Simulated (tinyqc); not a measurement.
Inside a calculation. Method: Pariser-Parr-Pople SCF with singles CI, for the molecule O=C1C=CC(=O)C=C1 (SMILES; centres numbered as the heavy atoms are written). Computed by tinyqc, a small Python program that keeps every step. Settings: charge = 0, gamma = MN, start = huckel, damping = 0, iteration cap = 87, excitations kept = 9. Command: `OMP_NUM_THREADS=1 python tinyqc.py 29110 29111 out.jsonl` (the two numbers bound the seeds that draw the settings). One thread of a shared host (Intel(R) Xeon(R) Processor @ 2.60GHz), about 0.01 s of CPU time with the checks. Later iterations appear only in the table of the cycle.

## PPP integrals

Centres (angstrom, eV; a flat drawing with bonds scaled to 1.40 angstrom):

| centre | x | y | core charge z | W | gamma_rr |
|---|---|---|---|---|---|
| 1O | 2.800000 | 0.000000 | 1 | 17.700000 | 15.200000 |
| 2C | 1.400000 | 0.000000 | 1 | 11.160000 | 11.130000 |
| 3C | 0.700000 | 1.212000 | 1 | 11.160000 | 11.130000 |
| 4C | -0.700000 | 1.212000 | 1 | 11.160000 | 11.130000 |
| 5C | -1.400000 | 0.000000 | 1 | 11.160000 | 11.130000 |
| 6O | -2.800000 | 0.000000 | 1 | 17.700000 | 15.200000 |
| 7C | -0.700000 | -1.212000 | 1 | 11.160000 | 11.130000 |
| 8C | 0.700000 | -1.212000 | 1 | 11.160000 | 11.130000 |

Resonance integrals (eV):

| i | j | beta |
|---|---|---|
| 1 | 2 | -2.510000 |
| 2 | 3 | -2.390000 |
| 3 | 4 | -2.390000 |
| 4 | 5 | -2.390000 |
| 5 | 6 | -2.510000 |
| 5 | 7 | -2.390000 |
| 7 | 8 | -2.390000 |
| 8 | 2 | -2.390000 |

Mataga-Nishimoto: gamma = 14.399645/(R + a), a = 2 x 14.399645/(gamma_rr + gamma_ss); H_rr = -W_r - sum_(s != r) z_s gamma_rs; H_rs = beta for bonds.

repulsion gamma_rs (eV), lower triangle:
```
           1O         2C         3C         4C         5C         6O         7C         8C
1O  15.200000
2C   5.774219  11.130000
3C   4.092627   5.346287  11.130000
4C   3.001369   3.872515   5.345539  11.130000
5C   2.720105   3.517455   3.872515   5.346287  11.130000
6O   2.199311   2.720105   3.001369   4.092627   5.774219  15.200000
7C   3.001369   3.872515   3.518103   3.873196   5.346287   4.092627  11.130000
8C   4.092627   5.346287   3.873196   3.518103   3.872515   3.001369   5.345539  11.130000
```

core matrix H (eV), lower triangle:
```
            1O          2C          3C          4C          5C          6O          7C          8C
1O  -42.581627
2C   -2.510000  -41.609383
3C    0.000000   -2.390000  -40.209636
4C    0.000000    0.000000   -2.390000  -40.209636
5C    0.000000    0.000000    0.000000   -2.390000  -41.609383
6O    0.000000    0.000000    0.000000    0.000000   -2.510000  -42.581627
7C    0.000000    0.000000    0.000000    0.000000   -2.390000    0.000000  -40.209636
8C    0.000000   -2.390000    0.000000    0.000000    0.000000    0.000000   -2.390000  -40.209636
```

## Starting guess

pi electrons, sum of z_r less the charge = 8

Orbitals of the Hueckel matrix of the beta values.

P at the start, lower triangle:
```
           1O         2C         3C         4C        5C         6O        7C        8C
1O   1.000000
2C   0.771039   1.000000
3C   0.000000   0.442789   1.000000
4C  -0.306017   0.000000   0.824262   1.000000
5C   0.000000  -0.115648   0.000000   0.442789  1.000000
6O   0.467125   0.000000  -0.306017   0.000000  0.771039   1.000000
7C  -0.306017   0.000000  -0.175738   0.000000  0.442789   0.000000  1.000000
8C   0.000000   0.442789   0.000000  -0.175738  0.000000  -0.306017  0.824262  1.000000
```

## Iteration 1: Fock matrix

F_rr = H_rr + P_rr gamma_rr / 2 + sum_(s != r) P_ss gamma_rs; F_rs = H_rs - P_rs gamma_rs / 2; E = tr P (H + F) / 2 + core repulsion sum_(r<s) z_r z_s gamma_rs.

F (eV), lower triangle:
```
            1O         2C         3C         4C         5C          6O         7C         8C
1O  -10.100000
2C   -4.736073  -5.595000
3C    0.000000  -3.573640  -5.595000
4C    0.459235   0.000000  -4.593061  -5.595000
5C    0.000000   0.203394   0.000000  -3.573640  -5.595000
6O   -0.513677   0.000000   0.459235   0.000000  -4.736073  -10.100000
7C    0.459235   0.000000   0.309133   0.000000  -3.573640    0.000000  -5.595000
8C    0.000000  -3.573640   0.000000   0.309133   0.000000    0.459235  -4.593061  -5.595000
```

pi energy = -112.247548 eV

## Iteration 1: orbitals and new P

Diagonalise F (the basis is taken as orthonormal) and form P = 2 sum c c over the lowest orbitals.

orbital energies (eV): -14.735844  -13.808276  -10.903940  -10.497194  -5.263998  -0.692806  -0.244428  2.376485

P after iteration 1, lower triangle:
```
           1O         2C         3C         4C        5C         6O        7C        8C
1O   1.383480
2C   0.768382   0.734486
3C   0.024121   0.378801   0.941017
4C  -0.273860   0.129136   0.858674   0.941017
5C  -0.135100  -0.022501   0.129136   0.378801  0.734486
6O   0.305153  -0.135100  -0.273860   0.024121  0.768382   1.383480
7C  -0.273860   0.129136  -0.141326  -0.058983  0.378801   0.024121  0.941017
8C   0.024121   0.378801  -0.058983  -0.141326  0.129136  -0.273860  0.858674  0.941017
```

## Iteration 2: Fock matrix

As before.

F (eV), lower triangle:
```
           1O         2C         3C         4C         5C         6O         7C         8C
1O  -9.434373
2C  -4.728403  -5.836620
3C  -0.049359  -3.402590  -6.401812
4C   0.410977  -0.250041  -4.685038  -6.401812
5C   0.183743   0.039574  -0.250041  -3.402590  -5.836620
6O  -0.335563   0.183743   0.410977  -0.049359  -4.728403  -9.434373
7C   0.410977  -0.250041   0.248599   0.114226  -3.402590  -0.049359  -6.401812
8C  -0.049359  -3.402590   0.114226   0.248599  -0.250041   0.410977  -4.685038  -6.401812
```

pi energy = -113.977350 eV

## Iteration 2: orbitals and new P

As before.

orbital energies (eV): -15.007307  -13.572128  -11.449676  -10.660799  -4.797816  -1.582401  -0.622901  1.543794

P after iteration 2, lower triangle:
```
           1O         2C         3C         4C        5C         6O        7C        8C
1O   1.353072
2C   0.792211   0.754029
3C   0.015543   0.366152   0.946450
4C  -0.271394   0.119400   0.868812   0.946450
5C  -0.119752  -0.030215   0.119400   0.366152  0.754029
6O   0.292591  -0.119752  -0.271394   0.015543  0.792211   1.353072
7C  -0.271394   0.119400  -0.131188  -0.053550  0.366152   0.015543  0.946450
8C   0.015543   0.366152  -0.053550  -0.131188  0.119400  -0.271394  0.868812  0.946450
```

## Iteration 3: Fock matrix

As before.

F (eV), lower triangle:
```
           1O         2C         3C         4C         5C         6O         7C         8C
1O  -9.489270
2C  -4.797199  -5.817255
3C  -0.031806  -3.368776  -6.337939
4C   0.407277  -0.231188  -4.712135  -6.337939
5C   0.162869   0.053141  -0.231188  -3.368776  -5.817255
6O  -0.321749   0.162869   0.407277  -0.031806  -4.797199  -9.489270
7C   0.407277  -0.231188   0.230766   0.103705  -3.368776  -0.031806  -6.337939
8C  -0.031806  -3.368776   0.103705   0.230766  -0.231188   0.407277  -4.712135  -6.337939
```

pi energy = -114.010112 eV

## Iteration 3: orbitals and new P

As before.

orbital energies (eV): -14.979410  -13.623485  -11.384545  -10.720561  -4.770799  -1.498743  -0.590765  1.603503

P after iteration 3, lower triangle:
```
           1O         2C         3C         4C        5C         6O        7C        8C
1O   1.355148
2C   0.797702   0.750984
3C   0.012915   0.359541   0.946934
4C  -0.268494   0.119795   0.873156   0.946934
5C  -0.116757  -0.028089   0.119795   0.359541  0.750984
6O   0.281777  -0.116757  -0.268494   0.012915  0.797702   1.355148
7C  -0.268494   0.119795  -0.126844  -0.053066  0.359541   0.012915  0.946934
8C   0.012915   0.359541  -0.053066  -0.126844  0.119795  -0.268494  0.873156  0.946934
```

## Convergence

Stop when output and input P, before any damping, agree to 1e-7.

Course of the cycle:

| iteration | E (eV) | largest \|P(out) - P(in)\| |
|---|---|---|
| 1 | -112.24754846 | 3.83e-01 |
| 2 | -113.97735013 | 3.04e-02 |
| 3 | -114.01011208 | 1.08e-02 |
| 4 | -114.01380357 | 4.38e-03 |
| 5 | -114.01444471 | 1.88e-03 |
| 6 | -114.01455679 | 7.89e-04 |
| 7 | -114.01457636 | 3.31e-04 |
| 8 | -114.01457978 | 1.38e-04 |
| 9 | -114.01458038 | 5.79e-05 |
| 10 | -114.01458048 | 2.42e-05 |
| 11 | -114.01458050 | 1.01e-05 |
| 12 | -114.01458050 | 4.22e-06 |
| 13 | -114.01458050 | 1.76e-06 |
| 14 | -114.01458050 | 7.37e-07 |
| 15 | -114.01458050 | 3.08e-07 |
| 16 | -114.01458050 | 1.29e-07 |
| 17 | -114.01458050 | 5.37e-08 |

Converged in 17 iterations.

## Converged orbitals

Charges are z - P_rr.

orbital energies (eV): -14.979855  -13.625493  -11.394061  -10.735968  -4.747960  -1.494810  -0.601524  1.593810

coefficients:
```
         MO1        MO2        MO3        MO4        MO5        MO6        MO7        MO8
1O  0.331485   0.519876   0.000000   0.545408   0.448817   0.000000  -0.304381  -0.168203
2C  0.421075   0.440548   0.000000   0.059369  -0.349702   0.000000   0.564952   0.428516
3C  0.326201   0.133505   0.500000  -0.315440  -0.296876   0.500000  -0.209978  -0.379527
4C  0.326201  -0.133505   0.500000  -0.315440   0.296876  -0.500000  -0.209978   0.379527
5C  0.421075  -0.440548   0.000000   0.059369   0.349702   0.000000   0.564952  -0.428516
6O  0.331485  -0.519876   0.000000   0.545408  -0.448817   0.000000  -0.304381   0.168203
7C  0.326201  -0.133505  -0.500000  -0.315440   0.296876   0.500000  -0.209978   0.379527
8C  0.326201   0.133505  -0.500000  -0.315440  -0.296876  -0.500000  -0.209978  -0.379527
```

pi charges: 1O -0.355247, 2C 0.250178, 3C 0.052534, 4C 0.052534, 5C 0.250178, 6O -0.355247, 7C 0.052534, 8C 0.052534

## Singles CI, singlets

Over the 9 single excitations with the smallest orbital gaps: A = (e_a - e_i) delta + 2 (ia|jb) - (ij|ab), with (pq|rs) = sum c_mp c_mq gamma_mn c_nr c_ns. f = 2/3 w |mu|^2 in atomic units, mu = sqrt2 sum c_ia sum_m c_mi c_ma R_m.

singlet CI matrix (eV), lower triangle:
```
          4>5       3>5        2>5       4>6        3>6       4>7       1>5        3>7
4>5  4.440199
3>5  0.000000  2.943247
2>5  0.000000  0.000000   6.310926
4>6  0.000000  0.166176   0.000000  5.804072
3>6  0.772248  0.000000   0.000000  0.000000   7.002318
4>7  0.000000  0.000000  -0.611685  0.000000   0.000000  6.817404
1>5  0.405763  0.000000   0.000000  0.000000  -0.418717  0.000000  6.978329
3>7  0.000000  0.000000   0.000000  0.000000   0.000000  0.000000  0.000000   6.941676
2>6  0.000000  0.000000   0.000000  0.000000   0.000000  0.000000  0.000000  -0.357115

          2>6
2>6  8.322612
```

singlet excitation energies (eV): 2.933627  4.135506  5.813692  5.902131  6.842928  6.854791  7.226199  7.442412  8.409497

oscillator strengths: 0.000000  1.156222  0.000000  0.000000  1.163117  0.209629  0.000000  0.551501  0.278143

## Singles CI, triplets

Over the 9 single excitations with the smallest orbital gaps: A = (e_a - e_i) delta - (ij|ab), with (pq|rs) = sum c_mp c_mq gamma_mn c_nr c_ns.

triplet CI matrix (eV), lower triangle:
```
           4>5        3>5       2>5       4>6       3>6       4>7       1>5       3>7
4>5   0.650022
3>5   0.000000   1.986206
2>5   0.000000   0.000000  3.423096
4>6   0.000000  -0.850710  0.000000  4.723600
3>6  -0.850710   0.000000  0.000000  0.000000  3.932541
4>7   0.000000   0.000000  1.353390  0.000000  0.000000  5.294513
1>5  -0.433495   0.000000  0.000000  0.000000  0.879729  0.000000  5.156976
3>7   0.000000   0.000000  0.000000  0.000000  0.000000  0.000000  0.000000  6.140616
2>6   0.000000   0.000000  0.000000  0.000000  0.000000  0.000000  0.000000  0.152201

          2>6
2>6  7.998787
```

triplet excitation energies (eV): 0.432534  1.743370  2.713443  3.568227  4.966436  5.738779  6.004167  6.128232  8.011171
